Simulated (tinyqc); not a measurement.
From rigid to soft shells: rigid-ion and shell models of the dielectric response of an ionic crystal. Computed by tinyqc, a small Python program. Command: `OMP_NUM_THREADS=1 python tinyqc.py 3023723 3023724 out.jsonl shell walk`. One thread of a shared host (Intel(R) Xeon(R) Processor @ 2.30GHz), about 0.01 s of CPU time with the checks.

Charges +Z and -Z; 6 nearest neighbours, Madelung constant M = 1.747565, volume per ion pair Omega = 2.000000 d^3. Energy per pair U = -M Z^2 e2/d + 6 A exp(-d/rho), e2 = e^2/(4 pi eps_0). In the shell model the anion is a core of charge Y - Z and a massless shell of charge -Y, joined by the spring k; the repulsion acts on the shell. Each ion feels the Lorentz field E + (4 pi/3) P (Gaussian units).

Inputs (values chosen for the exercise, for a model crystal):
```
quantity,value,unit
nearest-neighbour distance d,2.26,angstrom
ionic charge Z,2,e
hardness d/rho,8.43,-
cation mass,116,u
anion mass,19,u
shell charge size Y,2.56,e
core-shell spring k,95.2,eV/angstrom^2
cation polarisability alpha_+,0.57,angstrom^3
```

Structure: rock salt.

Constants: e^2/(4 pi eps_0) = 14.39964548 eV angstrom; 1 eV/angstrom^3 = 160.2176634 GPa; nu for 1 eV/(angstrom^2 u) = 15.6333042 THz; 1 THz = 33.35640952 1/cm.

Method:
- Zero pressure fixes 6 A exp(-d/rho) = M Z^2 e2 rho/d^2. Then U = -(M Z^2 e2/d)(1 - rho/d), B = M Z^2 e2 (d/rho - 2)/(9 Omega d), and the spring of one sublattice against the other is R = (1/3) x (Laplacian of the repulsion summed over neighbours) = M Z^2 e2 (d/rho - 2)/(3 d^3), so R = 3 B Omega/d^2.
- With C = 4 pi Z^2 e2/(3 Omega): mu lambda_TO = R - C, mu lambda_LO = R + 2 C; eps_inf = 1 and eps_s = lambda_LO/lambda_TO.
- lambda in eV/(angstrom^2 u) gives the wavenumber 15.6333042 x 33.35640952 x sqrt(lambda); mu is the reduced mass.
- Eliminating the shell gives the anion polarisability alpha_- = Y^2 e2/(k + R), the Szigeti charge Z_S = Z - Y R/(k + R) and the softened spring R' = k R/(k + R). With b = 4 pi (alpha_+ + alpha_-)/(3 Omega): eps_inf = (1 + 2b)/(1 - b) (Clausius-Mossotti); Born charge Z* = Z_S (eps_inf + 2)/3.
- mu lambda_TO = R' - (4 pi e2/(3 Omega)) Z_S^2/(1 - b); mu lambda_LO = mu lambda_TO + 4 pi e2 Z*^2/(eps_inf Omega); eps_s = eps_inf lambda_LO/lambda_TO.

repulsive spring R = 18.6900 eV/angstrom^2

volume Omega = 23.0864 angstrom^3

omega_LO, rigid ions = 812.066 1/cm

Response against the core-shell spring:
```
k (eV/angstrom^2),eps_inf,Z_S,Z*,omega_TO (1/cm),omega_LO (1/cm),eps_s
76,2.1914,1.4947,2.0883,337.68,611.42,7.1844
95,2.0216,1.5792,2.1169,338.61,635.65,7.1242
120,1.8804,1.6550,2.1407,339.38,658.29,7.0746
170,1.7228,1.7464,2.1672,340.24,686.79,7.0198
250,1.6021,1.8219,2.1876,340.90,711.46,6.9782
380,1.5144,1.8800,2.2023,341.37,731.21,6.9482
760,1.4302,1.9386,2.2165,341.83,751.88,6.9195
2900,1.3681,1.9836,2.2270,342.16,768.34,6.8985
```

What does the comparison show, and why?

From the stiffest to the softest shell eps_inf rises from 1.37 to 2.19 and Z_S falls from 1.98 to 1.49; omega_LO moves by -20 % and omega_TO by -1.3 %. Screening by eps_inf cuts the LO frequency, which rigid ions overstate (rigid ions: 812 per cm); eps_s goes from 6.90 to 7.18.
